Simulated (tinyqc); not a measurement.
Solute along a frozen bar: binary melting diagram from solution models of liquid and solid. Computed by tinyqc, a small Python program. Command: `OMP_NUM_THREADS=1 python tinyqc.py 3015585 3015586 out.jsonl melt walk`. One thread of a shared host (Intel(R) Xeon(R) Processor @ 2.30GHz), about 0.01 s of CPU time with the checks.

x is the fraction of B. In a phase with interaction L: mu_A = G_A + R T ln(1 - x) + L x^2, mu_B = G_B + R T ln x + L (1 - x)^2. Melting: G(liquid) - G(solid) = H (1 - T/T_m) for each pure component.

Inputs (values chosen for the exercise, for a model alloy):

| quantity | value | unit |
|---|---|---|
| melting point T_A | 1370 | K |
| melting point T_B | 545 | K |
| heat of melting H_A | 43.3 | kJ/mol |
| heat of melting H_B | 11.1 | kJ/mol |
| liquid interaction L_L | -3.6 | kJ/mol |
| solid interaction L_S | -0.47 | kJ/mol |
| dilute content c0 of B | 0.0034 | - |
| growth number V delta/D | 2.9 | - |

Diagram: complete solid solution (lens).

Constants: R = 8.314462618 J/(mol K).

Method. At T_A, k0 = exp[(dG_B(T_A) + L_L - L_S)/(R T_A)]; van 't Hoff: m_L = -R T_A^2 (1 - k0)/H_A per unit fraction. Burton-Prim-Slichter: k_eff = k0/[k0 + (1 - k0) exp(-V delta/D)]. Freezing range of c0: |m_L| c0 |1 - k0|/k0. For the solid at frozen fraction f, relative to c0. Lever rule: k0/[1 - (1 - k0) f]. Scheil (no diffusion in the solid, mixed liquid): k (1 - f)^(k - 1), with k0 and with k_eff. One zone pass with a zone a tenth of the bar long: 1 - (1 - k0) exp(-10 k0 f).

partition coefficient k0 = 0.173792

effective coefficient k_eff = 0.792656

Ratio c_s/c0:

| f | lever rule | Scheil, k0 | Scheil, k_eff | one zone pass |
|---|---|---|---|---|
| 0.0 | 0.17379 | 0.1738 | 0.7927 | 0.17379 |
| 0.1 | 0.18944 | 0.1896 | 0.8102 | 0.30560 |
| 0.3 | 0.23106 | 0.2334 | 0.8535 | 0.50948 |
| 0.5 | 0.29612 | 0.3081 | 0.9152 | 0.65350 |
| 0.7 | 0.41217 | 0.4699 | 1.0174 | 0.75523 |
| 0.8 | 0.51261 | 0.6569 | 1.1067 | 0.79428 |
| 0.9 | 0.67778 | 1.1648 | 1.2777 | 0.82710 |

All but the k_eff column start at k0 = 0.174. At f = 0.9 Scheil gives 1.16 against 0.678 for the lever rule, since the solid keeps what it took and the last liquid is richer in B. Scheil passes c0 at f = 0.880. Last over first value: 6.70 with k0 and 1.61 with k_eff, so faster growth gives the more even bar.
